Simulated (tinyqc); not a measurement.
Changing the temperature T: mobility of a non-polar semiconductor in the relaxation-time approximation. Computed by tinyqc, a small Python program. Command: `OMP_NUM_THREADS=1 python tinyqc.py 3017455 3017456 out.jsonl rta sweep`. One thread of a shared host (Intel(R) Xeon(R) Processor @ 2.30GHz), about 0.03 s of CPU time with the checks.

Each valley is treated as a sphere of mass m_d for states and rates, with one isotropic relaxation time; the conductivity mass m_c sets the current.

Inputs (values chosen for the exercise, modelled on holes in germanium):
```
quantity                                            value       unit
longitudinal mass m_l                               0.307        m_0
transverse mass m_t                                 0.307        m_0
equivalent valleys Z                                    1          -
non-parabolicity alpha                               0.27       1/eV
static permittivity eps_s                              16          -
density rho                                          5323     kg/m^3
sound velocity v_l                                   5300        m/s
acoustic deformation potential D_A                    4.6         eV
phonon energy hbar w                                 35.2        meV
optical or intervalley deformation potential D_o      7.8  1e8 eV/cm
final valleys Z_f                                       1          -
carrier density n                                 2.3e+17     1/cm^3
compensation ratio C                                 0.21          -
```

Band: Kane. Impurity formula: Brooks-Herring. Further scattering: none.

Constants: k_B = 8.617333262e-05 eV/K; m_0 = 9.1093837015e-31 kg; e = 1.602176634e-19 C; hbar = 1.054571817e-34 J s; eps_0 = 8.8541878128e-12 F/m; k_B = 1.380649e-23 J/K; hbar = 6.582119569e-16 eV s.

Method:
- m_d = (m_l m_t^2)^(1/3); 1/m_c = (1/m_l + 2/m_t)/3; Hall mass factor A = 3 K_m (K_m + 2)/(2 K_m + 1)^2, K_m = m_l/m_t; N_I = n (1 + C)/(1 - C).
- Kane band: hbar^2 k^2/(2 m) = E (1 + alpha E), speed v = hbar k/(m (1 + 2 alpha E)), states per spin, volume and energy g(E) = m k (1 + 2 alpha E)/(2 pi^2 hbar^2); overlap factors are set to 1. Here m = m_d. Masses are multiplied by m_0 and all formulas are in SI units.
- The reduced Fermi level eta = E_F/(k_B T) solves n = 2 Z int g f dE with f = 1/(1 + exp(x - eta)) (Z = 1 unless valleys are given); screening length L_s = sqrt(eps_s eps_0 k_B T/(e^2 dn/deta)), dn/deta = 2 Z int g f (1 - f) dE.
- Integrals over x = E/(k_B T) use 160 Gauss-Legendre points in u = sqrt(x) from 0 to sqrt(max(eta, 0) + 32).
- Phonon occupation N_q = 1/(exp(hbar w/(k_B T)) - 1).
- Acoustic deformation potential (elastic, equipartition, absorption and emission together): 1/tau = 2 pi k_B T D_A^2 g(E)/(hbar rho v_l^2).
- Optical or intervalley deformation potential: 1/tau = (pi Z_f D_o^2/(rho w)) [N_q g(E + hbar w) + (N_q + 1) g(E - hbar w)], with g = 0 below the band edge.
- Each optical term is multiplied by (1 - f(E'))/(1 - f(E)), E' the final energy, for Pauli blocking.
- Singly charged impurities, momentum relaxation: 1/tau = N_I e^4 m (1 + 2 alpha E) Phi/(8 pi (eps_s eps_0)^2 hbar^3 k^3), with alpha = 0 for a parabolic band.
- Brooks-Herring: Phi = ln(1 + b) - b/(1 + b), b = 4 k^2 L_s^2.
- mu = (m_d/m_c) (2 Z e/(3 n k_B T)) int g v^2 tau f (1 - f) dE.
- Averages over x are split at the emission threshold x_0 = hbar w/(k_B T): 64 Gauss-Legendre points in sqrt(x) below it and 128 in sqrt(x - x_0) above it, up to x = max(eta, 0) + 32.
- Rates are added at each energy before the average. With <y> = int g v^2 y f (1 - f) dE: Hall factor r_H = A (3 n k_B T/(2 Z m_d)) <tau^2/(1 + 2 alpha E)>/<tau>^2 (alpha = 0 for a parabolic band); Hall mobility r_H mu; |S| = (k_B/e) (<x tau>/<tau> - eta); resistivity 1/(n e mu).
- Matthiessen's rule adds 1/mu of the separate processes.

One run for each value; columns: (1) temperature T (K); (2) drift mobility mu (cm^2/(V s)); (3) acoustic mobility (cm^2/(V s)); (4) ionised impurity mobility (cm^2/(V s)); (5) optical mobility (cm^2/(V s)); (6) Hall factor r_H; (7) excess of Matthiessen's rule over the full mu (%):
```
(1)     (2)    (3)    (4)         (5)     (6)     (7)
60   1258.8  84093   1313  3.2260e+06  1.2481   2.685
79   1371.4  56850   1514  5.9147e+05  1.2414   7.298
100  1456.8  40356   1763  1.8009e+05  1.2067  14.870
140  1508.9  24516   2280  4.4513e+04  1.1390  32.079
180  1463.2  16794   2834  1.8720e+04  1.0923  46.722
230  1341.7  11559   3560  9.0537e+03  1.0589  55.985
410   868.4   4704   6365  2.2803e+03  1.0453  42.469
530   652.5   3125   8338  1.3588e+03  1.0682  30.334
700   454.8   1990  11217  8.0169e+02  1.1095  19.564
```

Give the missing row, temperature T (K) = 310.

Computed row; columns: (1) temperature T (K); (2) drift mobility mu (cm^2/(V s)); (3) acoustic mobility (cm^2/(V s)); (4) ionised impurity mobility (cm^2/(V s)); (5) optical mobility (cm^2/(V s)); (6) Hall factor r_H; (7) excess of Matthiessen's rule over the full mu (%):
```
(1)     (2)   (3)   (4)         (5)     (6)     (7)
310  1114.5  7291  4777  4.2381e+03  1.0400  54.041
```

Interpolating between the two neighbouring rows (the first column on a logarithmic scale, the others too where they are positive) misses most in excess of Matthiessen's rule over the full mu (%), by 10 %. Over the rows, drift mobility mu (cm^2/(V s)) goes from 1260 through a maximum among these rows, 1510 at 140, to 455; acoustic mobility (cm^2/(V s)) falls from 84100 to 1990 (exponent d ln y / d ln x -1.4 between the first rows and -1.6 between the last); ionised impurity mobility (cm^2/(V s)) rises from 1310 to 11200 (exponent d ln y / d ln x 0.52 between the first rows and 1.1 between the last). At the low end the exponent of acoustic mobility is -1.42, close to -1.5: the T^(-3/2) law of acoustic scattering in a classical gas. The lowest separate mobility among these three is impurity from 60.0 to 230, optical from 310 to 700 K. Matthiessen's rule errs most, by 56 %, at 230 K.

Caution (rows 60.0, 79.0, 100): n is taken as given; at low temperature (in diamond even at 300 K) real dopants can freeze out, which changes n and N_I.

Extremes, crossings and ranges named in words are read from the listed rows.
